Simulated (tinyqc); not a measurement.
Inside a calculation. Method: RHF in the sto-6g basis, for H4, spin multiplicity 1. Computed by tinyqc, a small Python program that keeps every step (integrals from PySCF). Settings: charge = 0, multiplicity = 1, basis = sto-6g, energy threshold = 1e-10, iteration cap = 89, orthogonalisation = canonical, start = core, DIIS depth = 4, method = RHF. Command: `OMP_NUM_THREADS=1 python tinyqc.py 30382 30383 out.jsonl` (the two numbers bound the seeds that draw the settings). One thread of a shared host (Intel(R) Xeon(R) Processor @ 2.60GHz), about 0.05 s of CPU time with the checks. Later iterations appear only in the table of the cycle.

## One-electron integrals

Geometry (angstrom):
```
atom       x       y       z
H     0.0000  0.0000  0.0000
H     0.0000  0.0000  0.7780
H     0.0000  1.3550  0.0000
H     0.0000  1.3550  0.7780
```

Basis sto-6g: exponents (1/bohr^2) and contraction coefficients of normalised primitives:
```
element  l (shell)  exponent  coefficient
H            s (1)   35.5232       0.0092
H            s (1)    6.5131       0.0494
H            s (1)    1.8221       0.1685
H            s (1)    0.6260       0.3706
H            s (1)    0.2431       0.4165
H            s (1)    0.1001       0.1303
```

Overlap, kinetic and nuclear-attraction integrals over the contracted functions; the nuclear repulsion is the sum of Za Zb / Rab.

nuclear repulsion = 2.818786 hartree

overlap S, order 1H 1s, 2H 1s, 3H 1s, 4H 1s:
$$\begin{pmatrix}
1.0000 & 0.6350 & 0.3149 & 0.2346 \\
0.6350 & 1.0000 & 0.2346 & 0.3149 \\
0.3149 & 0.2346 & 1.0000 & 0.6350 \\
0.2346 & 0.3149 & 0.6350 & 1.0000
\end{pmatrix}$$

kinetic energy T (hartree), order 1H 1s, 2H 1s, 3H 1s, 4H 1s:
$$\begin{pmatrix}
0.7685 & 0.2130 & 0.0261 & 0.0038 \\
0.2130 & 0.7685 & 0.0038 & 0.0261 \\
0.0261 & 0.0038 & 0.7685 & 0.2130 \\
0.0038 & 0.0261 & 0.2130 & 0.7685
\end{pmatrix}$$

nuclear attraction V (hartree), order 1H 1s, 2H 1s, 3H 1s, 4H 1s:
$$\begin{pmatrix}
-2.5950 & -1.6011 & -0.7399 & -0.5642 \\
-1.6011 & -2.5950 & -0.5642 & -0.7399 \\
-0.7399 & -0.5642 & -2.5950 & -1.6011 \\
-0.5642 & -0.7399 & -1.6011 & -2.5950
\end{pmatrix}$$

core Hamiltonian H = T + V (hartree), order 1H 1s, 2H 1s, 3H 1s, 4H 1s:
$$\begin{pmatrix}
-1.8264 & -1.3881 & -0.7138 & -0.5603 \\
-1.3881 & -1.8264 & -0.5603 & -0.7138 \\
-0.7138 & -0.5603 & -1.8264 & -1.3881 \\
-0.5603 & -0.7138 & -1.3881 & -1.8264
\end{pmatrix}$$

## Two-electron integrals

Functions are numbered as in S; the eight-fold symmetry (ij|kl) = (ji|kl) = (kl|ij) leaves the list below.

Two-electron integrals (ij|kl) in chemists' order, unique and non-zero (hartree):
```
(11|11) 0.7750   (21|11) 0.4230   (21|21) 0.2728   (22|11) 0.5558
(22|21) 0.4230   (22|22) 0.7750   (31|11) 0.1761   (31|21) 0.1020
(31|22) 0.1419   (31|31) 0.0582   (32|11) 0.1185   (32|21) 0.0781
(32|22) 0.1234   (32|31) 0.0401   (32|32) 0.0308   (33|11) 0.3781
(33|21) 0.2297   (33|22) 0.3333   (33|31) 0.1761   (33|32) 0.1234
(33|33) 0.7750   (41|11) 0.1234   (41|21) 0.0781   (41|22) 0.1185
(41|31) 0.0401   (41|32) 0.0305   (41|33) 0.1185   (41|41) 0.0308
(42|11) 0.1419   (42|21) 0.1020   (42|22) 0.1761   (42|31) 0.0473
(42|32) 0.0401   (42|33) 0.1419   (42|41) 0.0401   (42|42) 0.0582
(43|11) 0.2297   (43|21) 0.1487   (43|22) 0.2297   (43|31) 0.1020
(43|32) 0.0781   (43|33) 0.4230   (43|41) 0.0781   (43|42) 0.1020
(43|43) 0.2728   (44|11) 0.3333   (44|21) 0.2297   (44|22) 0.3781
(44|31) 0.1419   (44|32) 0.1185   (44|33) 0.5558   (44|41) 0.1234
(44|42) 0.1761   (44|43) 0.4230   (44|44) 0.7750
```

## Orthogonalisation

S = U s U^T; canonical form X = U s^(-1/2), so that X^T S X = 1. Each column of U has its largest component positive (the first on a tie).

eigenvalues of S: [0.2848, 0.4453, 1.0854, 2.1845]

X, order 1H 1s, 2H 1s, 3H 1s, 4H 1s:
$$\begin{pmatrix}
0.9370 & 0.7493 & 0.4799 & 0.3383 \\
-0.9370 & -0.7493 & 0.4799 & 0.3383 \\
-0.9370 & 0.7493 & -0.4799 & 0.3383 \\
0.9370 & -0.7493 & -0.4799 & 0.3383
\end{pmatrix}$$

## Starting guess

The start is the orbitals of the core Hamiltonian; D = 2 C_occ C_occ^T.

D at the start, order 1H 1s, 2H 1s, 3H 1s, 4H 1s:
$$\begin{pmatrix}
0.6895 & 0.6895 & -0.2318 & -0.2318 \\
0.6895 & 0.6895 & -0.2318 & -0.2318 \\
-0.2318 & -0.2318 & 0.6895 & 0.6895 \\
-0.2318 & -0.2318 & 0.6895 & 0.6895
\end{pmatrix}$$

## Iteration 1: building the Fock matrix

J_ij = sum D_kl (ij|kl), K_ij = sum D_kl (ik|jl); F = H + J - 0.5 K; E = tr D H + tr D J / 2 - 0.25 tr D K + E_nn.

Coulomb J (hartree), order 1H 1s, 2H 1s, 3H 1s, 4H 1s:
$$\begin{pmatrix}
2.0486 & 1.3144 & 0.6338 & 0.4834 \\
1.3144 & 2.0486 & 0.4834 & 0.6338 \\
0.6338 & 0.4834 & 2.0486 & 1.3144 \\
0.4834 & 0.6338 & 1.3144 & 2.0486
\end{pmatrix}$$

exchange K (hartree), order 1H 1s, 2H 1s, 3H 1s, 4H 1s:
$$\begin{pmatrix}
1.2001 & 1.0594 & 0.3869 & 0.3594 \\
1.0594 & 1.2001 & 0.3594 & 0.3869 \\
0.3869 & 0.3594 & 1.2001 & 1.0594 \\
0.3594 & 0.3869 & 1.0594 & 1.2001
\end{pmatrix}$$

Fock matrix F (hartree), order 1H 1s, 2H 1s, 3H 1s, 4H 1s:
$$\begin{pmatrix}
-0.3779 & -0.6034 & -0.2734 & -0.2566 \\
-0.6034 & -0.3779 & -0.2566 & -0.2734 \\
-0.2734 & -0.2566 & -0.3779 & -0.6034 \\
-0.2566 & -0.2734 & -0.6034 & -0.3779
\end{pmatrix}$$

total energy of this density = -2.131231 hartree

## Iteration 1: diagonalisation and new density

Diagonalise F' = X^T F X, C = X C', fill 2 alpha and 2 beta electrons from the bottom; D = 2 C_occ C_occ^T. Each column has its largest component positive (the first on a tie).

F' = X^T F X (hartree):
$$\begin{pmatrix}
0.8512 & 0.0000 & 0.0000 & 0.0000 \\
0.0000 & 0.4686 & 0.0000 & 0.0000 \\
0.0000 & 0.0000 & -0.4157 & 0.0000 \\
0.0000 & 0.0000 & 0.0000 & -0.6918
\end{pmatrix}$$

orbital energies (hartree): MO1 -0.6918, MO2 -0.4157, MO3 0.4686, MO4 0.8512

coefficients C, order 1H 1s, 2H 1s, 3H 1s, 4H 1s:
$$\begin{pmatrix}
0.3383 & 0.4799 & 0.7493 & 0.9370 \\
0.3383 & 0.4799 & -0.7493 & -0.9370 \\
0.3383 & -0.4799 & 0.7493 & -0.9370 \\
0.3383 & -0.4799 & -0.7493 & 0.9370
\end{pmatrix}$$

D after iteration 1, order 1H 1s, 2H 1s, 3H 1s, 4H 1s:
$$\begin{pmatrix}
0.6895 & 0.6895 & -0.2318 & -0.2318 \\
0.6895 & 0.6895 & -0.2318 & -0.2318 \\
-0.2318 & -0.2318 & 0.6895 & 0.6895 \\
-0.2318 & -0.2318 & 0.6895 & 0.6895
\end{pmatrix}$$

## Iteration 2: building the Fock matrix

As before.

Coulomb J (hartree), order 1H 1s, 2H 1s, 3H 1s, 4H 1s:
$$\begin{pmatrix}
2.0486 & 1.3144 & 0.6338 & 0.4834 \\
1.3144 & 2.0486 & 0.4834 & 0.6338 \\
0.6338 & 0.4834 & 2.0486 & 1.3144 \\
0.4834 & 0.6338 & 1.3144 & 2.0486
\end{pmatrix}$$

exchange K (hartree), order 1H 1s, 2H 1s, 3H 1s, 4H 1s:
$$\begin{pmatrix}
1.2001 & 1.0594 & 0.3869 & 0.3594 \\
1.0594 & 1.2001 & 0.3594 & 0.3869 \\
0.3869 & 0.3594 & 1.2001 & 1.0594 \\
0.3594 & 0.3869 & 1.0594 & 1.2001
\end{pmatrix}$$

Fock matrix F (hartree), order 1H 1s, 2H 1s, 3H 1s, 4H 1s:
$$\begin{pmatrix}
-0.3779 & -0.6034 & -0.2734 & -0.2566 \\
-0.6034 & -0.3779 & -0.2566 & -0.2734 \\
-0.2734 & -0.2566 & -0.3779 & -0.6034 \\
-0.2566 & -0.2734 & -0.6034 & -0.3779
\end{pmatrix}$$

total energy of this density = -2.131231 hartree

## Iteration 2 (converged): orbitals

As before.

F' = X^T F X (hartree):
$$\begin{pmatrix}
0.8512 & 0.0000 & 0.0000 & 0.0000 \\
0.0000 & 0.4686 & 0.0000 & 0.0000 \\
0.0000 & 0.0000 & -0.4157 & 0.0000 \\
0.0000 & 0.0000 & 0.0000 & -0.6918
\end{pmatrix}$$

orbital energies (hartree): MO1 -0.6918, MO2 -0.4157, MO3 0.4686, MO4 0.8512

coefficients C, order 1H 1s, 2H 1s, 3H 1s, 4H 1s:
$$\begin{pmatrix}
0.3383 & 0.4799 & 0.7493 & 0.9370 \\
0.3383 & 0.4799 & -0.7493 & -0.9370 \\
0.3383 & -0.4799 & 0.7493 & -0.9370 \\
0.3383 & -0.4799 & -0.7493 & 0.9370
\end{pmatrix}$$

D after iteration 2, order 1H 1s, 2H 1s, 3H 1s, 4H 1s:
$$\begin{pmatrix}
0.6895 & 0.6895 & -0.2318 & -0.2318 \\
0.6895 & 0.6895 & -0.2318 & -0.2318 \\
-0.2318 & -0.2318 & 0.6895 & 0.6895 \\
-0.2318 & -0.2318 & 0.6895 & 0.6895
\end{pmatrix}$$

## Convergence

Stop when the energy changes by less than 1e-10 hartree and every element of the error matrix X^T (F D S - S D F) X is below 3e-06.

Course of the cycle:
```
iteration  E (hartree)    change  largest element of the error matrix
1            -2.131231         -                             4.05e-15
2            -2.131231  1.78e-15                             2.15e-15
```

PySCF RHF in the same basis = -2.131231 hartree

Converged in 2 iterations.

## Populations, bond orders and dipole

Mulliken: Z minus the diagonal of D S on the atom; Loewdin: the same with S^(1/2) D S^(1/2); Mayer order: 2 sum_s sum (D(s) S)_ij (D(s) S)_ji over the two atoms.

Charges (e):
```
atom  Mulliken  Loewdin
1H      0.0000        0
2H           0        0
3H           0        0
4H           0        0
```

Mayer bond orders:
```
pair   order
2-1   1.0000
3-1        0
3-2        0
4-1        0
4-2        0
4-3   1.0000
```

dipole moment about the origin, x y z (debye): [0.0000, 0.0000, 0.0000]
